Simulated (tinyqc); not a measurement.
Worked calculation: thermal stress, cracking, delamination and buckling of a thin film; Griffith cracks and misfitting inclusions. Computed by tinyqc, a small Python program that keeps every step. Command: `OMP_NUM_THREADS=1 python tinyqc.py 3010537 3010538 out.jsonl filmcrack walk`. One thread of a shared host (Intel(R) Xeon(R) Processor @ 2.30GHz), about 0.01 s of CPU time with the checks. Intermediate numbers are printed to about 7 digits and carried at full precision; extremes and crossings named in words are read from the listed rows.

Isotropic linear elasticity; the substrate is much thicker than the film; stress is positive in tension.

Inputs (values chosen for the exercise, modelled on a silicon dioxide film on silicon):
```
quantity,value,unit
film Young's modulus E,71.7,GPa
film Poisson ratio nu,0.16,-
film expansion alpha_f,0.568,1e-6/K
substrate expansion alpha_s,3,1e-6/K
deposition temperature T_d,925,K
final temperature T,300,K
intrinsic stress,55,MPa
film thickness h,2.2,micrometre
half width of a debonded strip w,3,micrometre
substrate Young's modulus E_s,139,GPa
substrate Poisson ratio nu_s,0.25,-
flaw half length a,25,micrometre
substrate surface energy gamma_s,1.1,J/m^2
inclusion radius R,0.93,micrometre
```

Inclusion: sphere.

## Stress in the film

Thermal strain = (alpha_f - alpha_s)(T_d - T); stress = E/(1 - nu) x strain + intrinsic stress; plane-strain modulus Ebar = E/(1 - nu^2); G0 = stress^2 h/(2 Ebar) is the energy freed per area when a long strip loses its stress across its width.

thermal strain = -0.00152

film stress = -74.74286 MPa

Ebar = 73.58374 GPa

G0 = 0.08351225 J/m^2

The film ends in compression; the thermal part is -130 MPa.

## Elastic mismatch

Dundurs alpha = (Ebar - Ebar_s)/(Ebar + Ebar_s), with Ebar_s = E_s/(1 - nu_s^2). The channel-crack factor is taken as g = 1.258 (1 - alpha)^(-0.7), a rough interpolation chosen for the exercise (1.258 is the value for matched materials).

Dundurs alpha = -0.3366364

factor g = 1.026766

The stiffer substrate holds the crack faces and lowers the driving force.

## Buckling of a debonded strip

A strip of half width w clamped at both edges buckles at sigma_c = (pi^2/12) Ebar (h/w)^2. Above it: height = h sqrt((4/3)(|s|/sigma_c - 1)), driving force at the edges G = G0 (1 - sigma_c/|s|)(1 + 3 sigma_c/|s|); below it both are 0. The smallest strip that buckles has w0 = pi h sqrt(Ebar/(12 |s|)).

buckling stress sigma_c = 32546.42 MPa

blister height = 0 micrometre

driving force at the edges = 0 J/m^2

smallest buckling half width w0 = 62.60197 micrometre

The strip stays flat, and a flat strip in compression frees no energy at its edges. Caution: a strip this narrow against its thickness is outside thin-plate theory, so sigma_c is only formal.

## Griffith crack in the substrate

Through crack of length 2a in plane strain: K_Ic = sqrt(2 gamma_s E_s/(1 - nu_s^2)); fracture stress = K_Ic/sqrt(pi a). An edge crack of depth a has K larger by 1.1215.

toughness K_Ic = 0.5711275 MPa m^0.5

fracture stress, inner crack = 64.44484 MPa

fracture stress, edge crack = 57.46308 MPa

The inner crack lowers the strength to 0.5 % of the ideal E_s/10.

## A misfitting inclusion

Film material fills a sphere of radius R in the substrate, with the misfit e = thermal strain (it wants to shrink if e > 0). Radial stress at the wall s0 = e/[(1 - 2 nu)/E + (1 + nu_s)/(2 E_s)]; inside it is uniform and hydrostatic; outside s_rr = s0 (R/r)^3, s_tt = -s_rr/2. Keep-out radius: where |s_rr| falls to 10 MPa (R if it is lower at the wall).

radial stress at the wall s0 = -108.7239 MPa

mean stress inside = -108.7239 MPa

keep-out radius = 2.060272 micrometre

The stress does not depend on R; its reach scales with R.

## Film, cylinder and sphere at the same misfit

Thermal misfit e alone, mean stress = trace/3 and largest difference of principal stresses inside. Film: E e/(1 - nu) in two directions, 0 in the third. Cylinder: s0 = (1 + nu) e/[(1 + nu)(1 - 2 nu)/E + (1 + nu_s)/E_s] twice and s_zz = E e + 2 nu s0. Sphere: e/[(1 - 2 nu)/E + (1 + nu_s)/(2 E_s)] three times.

Stresses inside (MPa):
```
shape,s1,s2,s3,mean,largest difference
film,-129.7429,-129.7429,0.0000,-86.4952,129.7429
cylinder,-88.1856,-88.1856,-137.2034,-104.5248,49.0178
sphere,-108.7239,-108.7239,-108.7239,-108.7239,0.0000
```

The mean stress in size is 86 MPa in the film, 105 in the cylinder and 109 in the sphere, while the largest difference, twice the largest shear stress, goes from 130 through 49 to 0. In a ductile solid shear can relax by slip and hydrostatic stress cannot.

Checks made by the program: fracture stress against the maximum of 4 a gamma - pi a^2 s^2/Ebar (relative difference 8e-09).
